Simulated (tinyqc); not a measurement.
Floating body of a partially depleted SOI transistor: body voltage and kink: two steps of the calculation.

Source at 0 V. Channel current Ic = 2 nf K Vt^2 [F(0) - F(Vd)](1 + la Vd), F(V) = ln^2(1 + exp((Vg - VT - nf V)/(2 nf Vt))), VT = VT0 - gb Vb. Saturation voltage Vs = 2 Vt sqrt(F(0)) + 3 Vt, excess Ve = (Vd - Vs + sqrt((Vd - Vs)^2 + 0.0004 V^2))/2, multiplication M1 = Ai Ve exp(-Bl/Ve). Each junction passes D(v) = J1 (exp(v/Vt) - 1) + J2 (exp(v/(2 Vt)) - 1). Bipolar current Ib = bb J1 (exp(Vb/Vt) - 1). The body settles where M1 (Ic + Ib) = D(Vb) + D(Vb - Vd) + Vb/Rb; drain current Id = (1 + M1)(Ic + Ib) - D(Vb - Vd).

Parameters, values chosen for the exercise; values of the order met in partially depleted silicon-on-insulator transistors: temperature T = 330 K; threshold at zero body voltage VT0 = 0.35 V; fall of the threshold per volt of body voltage gb = 0.24; slope factor nf = 1.46; gain factor per width K = 100 uA/(V^2 um); channel-length modulation factor la = 0.09 1/V; impact-ionisation prefactor Ai = 1.11 1/V; impact-ionisation voltage Bl = 4.4 V; diffusion saturation current of each junction J1 = 2.2e-11 uA/um; recombination saturation current of each junction J2 = 2.2e-8 uA/um; gain of the lateral bipolar transistor on the diffusion current bb = 3; resistance of a weak body tie to the source (1e9 stands for no tie, and the term is then dropped) Rb = 1e9 kohm um; gate voltage Vg = 0.25 V; drain voltage Vd = 1.2 V.

Constants: q = 1.602176634e-19 C, kB = 1.380649e-23 J/K, Vt = kB T/q. Results are converted to the units shown.

Task 1. New Vb. Current into the body I_in = M1 (Ic + Ib) - D(Vb - Vd), current out I_out = D(Vb) + Vb/Rb; f = ln(I_in/I_out), s = df/dVb by central differences over 1e-5 V, Vb(new) = Vb - f/s.

Vb at the start = 0.64 V

Find: Ic; Ve; M1; I_in; I_out; f; s; Vb after iteration 1.

Result 1.

Ic = 0.29792 uA/um
Ve = 1.0541 V
M1 = 0.018004
I_in = 0.012427 uA/um
I_out = 0.13248 uA/um
f = -2.3665
s = -13.948 1/V
Vb after iteration 1 = 0.47034 V

Task 2. Drain current with floating and with grounded body. Id and VT at the converged Vb, Id at Vb = 0, their ratio, and the bipolar share Ib/(Ic + Ib).

converged Vb = 0.53950420 V

Give: VT; Id, floating; Id, grounded; ratio; bipolar share.

Result 2.

VT = 0.22052 V
Id, floating = 0.22110 uA/um
Id, grounded = 0.018402 uA/um
ratio = 12.015
bipolar share = 5.2776 %

The body rises to 0.540 V and lowers the threshold by 129 mV.

Range of the model: The multiplication law is an empirical form chosen for the exercise; self-heating and capacitive coupling to the body are left out, and the linear laws are rough once Vb passes about 0.7 V or M1 about 0.1.

Program tinyqc, `OMP_NUM_THREADS=1 python tinyqc.py 2182170 2182171 out.jsonl`; Intel Xeon 2.30GHz, shared host, one thread, about 0.2 s.
